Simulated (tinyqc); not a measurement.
Inside a calculation. Method: plane-wave Kohn-Sham cycle with exchange-only LDA in a layered model solid. One step of it, computed by the program tinyqc.

Problem. Iteration 1: levels at that k. Diagonalise the Hermitian matrix.

H (hartree), lower triangle:
```
           -2         -1         +0         +1        +2
-2   0.018739
-1  -0.360000  -0.179121
+0  -0.110000  -0.360000  -0.245074
+1   0.000000  -0.110000  -0.360000  -0.179121
+2   0.000000   0.000000  -0.110000  -0.360000  0.018739
```

Give: eigenvalues.

Solution.

eigenvalues (hartree): -0.9227  -0.3879  0.0700  0.3372  0.3375
